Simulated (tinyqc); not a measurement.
Thermal resistances of a two-die stack.

Question. Heat leaves through the lower die only, and the system is linear. Find the resistance R1 from the lower die to the coolant, R2 between the dies, and the rise of the upper die when both are powered.

Values chosen for this exercise: power of the lower die P1 = 14 W; power of the upper die P2 = 29 W.

rises of the lower and upper die with only the lower one powered (K): 4.34  4.34
rises of the lower and upper die with only the upper one powered (K): 8.99  13.34

Solution. With only the lower die powered no heat crosses R2, so both dies rise by P1 R1; the difference in the second test is P2 R2; rises add.

R1 = 0.310 K/W
R2 = 0.150 K/W
rise of the upper die = 17.7 K

Numbers from tinyqc (`OMP_NUM_THREADS=1 python tinyqc.py 2162149 2162150 out.jsonl`; about 0.04 s on one thread of a shared Intel Xeon 2.30GHz).
